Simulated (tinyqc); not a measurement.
Comparisons within one model: interface roughness in a thin film (subband fluctuation and scattering). A value that a table varies takes the place of the one given here.

Square well of width t, barriers V0, c = hbar^2/2m0: E1 solves k t + 2 atan[(k/mz)/(kappa/mb)] = pi, k = sqrt(mz E/c), kappa = sqrt(mb (V0 - E)/c). One interface is rough, so the subband edge fluctuates by G dt with G = |dE1/dt| (central difference of 0.01 angstrom; 2 E1/t for hard walls).

Gaussian roughness spectrum S(q) = pi D^2 Lc^2 exp(-q^2 Lc^2/4). Degenerate gas, taken to fill one subband (the second starts to fill once c kF^2/md exceeds E2 - E1, which is not tested here): kF = sqrt(2 pi Ns/gv), q = 2 kF sin(theta/2), 1/tau = (md/(2 pi c hbar)) G^2 times the integral from 0 to pi of S(q)(1 - cos theta)/eps(q)^2 dtheta, eps(q) = 1 + qs/q with screening (qs = gv md q0/(c eps), q0 = e^2/(4 pi eps0), form factors left out, which overstates the screening; other scattering is left out too, so these values lie far above measured mobilities in all but the thinnest films) or 1 without; mobility = tau c2/md with c2 = e/m0 = 1.75882e15 cm^2/(V s^2); 1e12/cm^2 = 1e-4/angstrom^2.

Constants: hbar^2/2m0 = 3.80998211 eV angstrom^2; hbar = 6.58211957e-16 eV s; e^2/(4 pi eps0) = 14.39964547 eV angstrom.

Inputs chosen for the exercise (near those of a thin Ge channel on (111), one valley; the results hold for these values, not for the real material):
- mz = 1.601 m0 (confinement mass)
- V0 = 2.23 eV (barrier)
- mb = 0.29 m0 (barrier mass)
- md = 0.08 m0 (mass in the plane)
- gv = 1 (valleys)
- D = 3.6 angstrom (rms height of the roughness)
- Lc = 40 angstrom (correlation length)
- Ns = 0.6 x 1e12/cm^2 (sheet density)
- eps = 12.3 (mean dielectric constant at the channel)
- ts = (11, 14, 17, 20, 25, 32, 42) angstrom (thicknesses)
- t = 20 angstrom (film thickness)
- Ll = (4, 8, 14, 22, 35, 55, 90) angstrom (correlation lengths)

## The sixth-power law

Screened mobility against thickness for the finite barrier and for hard walls.

Results:
```
t (angstrom)  E1 (meV)  G (meV/angstrom)  mobility (cm^2/(V s))  the same, hard walls
11               165.6            27.661                    137                  84.1
14               105.8            14.168                    522                   357
17                73.4             8.189               1.56e+03              1.15e+03
20                53.8             5.149               3.95e+03              3.04e+03
25                35.1             2.707               1.43e+04              1.16e+04
32                21.7             1.321               6.00e+04              5.10e+04
42                12.8             0.596               2.95e+05              2.61e+05
```

What can be read from the table?

With hard walls G goes as 1/t^3 and the mobility as t^6. With the finite barrier the local exponent is 5.55 at the thin end and 5.86 at the thick end, since the envelope leaks out and softens the dependence. The roughness limit falls below 500 cm^2/(V s) between 14 and 11 angstrom. The gate field, which also presses carriers to the interface, is left out. Below about 20 angstrom the effective-mass picture is itself doubtful. Up to t = 25 angstrom G D exceeds half of EF - E1, where the Born rate fails.

## Correlation length

Fixed D; bare and screened mobility.

Results:
```
Lc (angstrom)  kF Lc  bare mobility (cm^2/(V s))  screened mobility (cm^2/(V s))
4               0.08                    8.02e+04                        2.48e+05
8               0.16                    2.03e+04                        6.28e+04
14              0.27                    6.88e+03                        2.13e+04
22              0.43                    3.02e+03                        9.41e+03
35              0.68                    1.46e+03                        4.63e+03
55              1.07                         950                        3.13e+03
90              1.75                    1.09e+03                        4.25e+03
```

What does this show?

The bare mobility is lowest at Lc = 55 angstrom of those listed (kF Lc = 1.07). The screened mobility is lowest at Lc = 55 angstrom of those listed (kF Lc = 1.07). Short roughness averages out (mobility as 1/Lc^2; the first two rows give exponent -1.98), and long roughness deflects only by small angles (bare mobility rising as Lc; the last two rows give 0.28).

## What each parameter does

G, G D, and the screened mobility. Each row changes one parameter from the base and keeps the others.

Results:
```
case                   G (meV/angstrom)  G D (meV)  mobility (cm^2/(V s))
base                              5.149      18.54                   3951
t = 16 angstrom                   9.725      35.01                   1108
D = 4.68 angstrom                 5.149      24.10                   2338
Lc = 48 angstrom                  5.149      18.54                   3358
Ns = 0.96 x 1e12/cm^2             5.149      18.54                   4296
mz = 1.841 m0                     4.555      16.40                   5050
md = 0.092 m0                     5.149      18.54                   3383
V0 = 1.56 eV                      5.016      18.06                   4163
eps = 14.8                        5.149      18.54                   3399
```

What can be read from the table?

The largest shifts from the base row, up to three for each result and ties (the steps differ in size, so this ranks the rows, not the parameters). G (meV/angstrom): t +4.576, mz -0.594, V0 -0.133; unchanged at the printed digits by D, Lc, Ns, md and eps. G D (meV): t +16.47, D +5.56, mz -2.14; unchanged at the printed digits by Lc, Ns, md and eps. mobility (cm^2/(V s)): t -2.84e+03, D -1.61e+03, mz +1.10e+03. In the base case G D is 1 times EF - E1 = 18.0 meV: the fluctuation exceeds the Fermi energy, so the Born rate for a uniform gas is not to be trusted.

Program tinyqc; command `OMP_NUM_THREADS=1 python tinyqc.py 1282765 1282766 out.jsonl`; about 0.01 s on one thread of a shared Intel(R) Xeon(R) Processor @ 2.30GHz.
